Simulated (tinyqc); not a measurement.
# Series resistance and length offset from two lengths at two overdrives

Inverse problem. In strong inversion R W = Rsd + k(x)(L - dL), k(x) = (1 + th1 x)/(mu0 Cox x), x the overdrive, Cox = eps0 eox/tox, with Rsd and dL independent of x. Find dL, Rsd, mu0 and th1.

Values chosen for this exercise:
- eox = 21.9 (relative permittivity of the gate insulator (close to hafnium oxide))
- tox = 20 nm (insulator thickness)

Constants: eps0 = 8.8541878128e-14 F/cm where lengths are in cm. Results are converted to the units shown.

total resistance times width (ohm um):
```
	L = 0.098 um	L = 0.44 um
overdrive 0.58 V	1159.82454	4734.59719
overdrive 1.06 V	766.134257	2810.88330
```

Solution. At each overdrive R W is a straight line in L; the two lines cross at L = dL, R W = Rsd. Their slopes give k x = (1 + th1 x)/(mu0 Cox), a straight line in x.

dL = 0.0100 um
Rsd = 240 ohm um
mu0 = 180 cm^2/(V s)
th1 = 0.100 1/V

Computed by the program tinyqc: `OMP_NUM_THREADS=1 python tinyqc.py 2210113 2210114 out.jsonl`, one thread of a shared Intel Xeon 2.30GHz, about 0.01 s for the whole run.
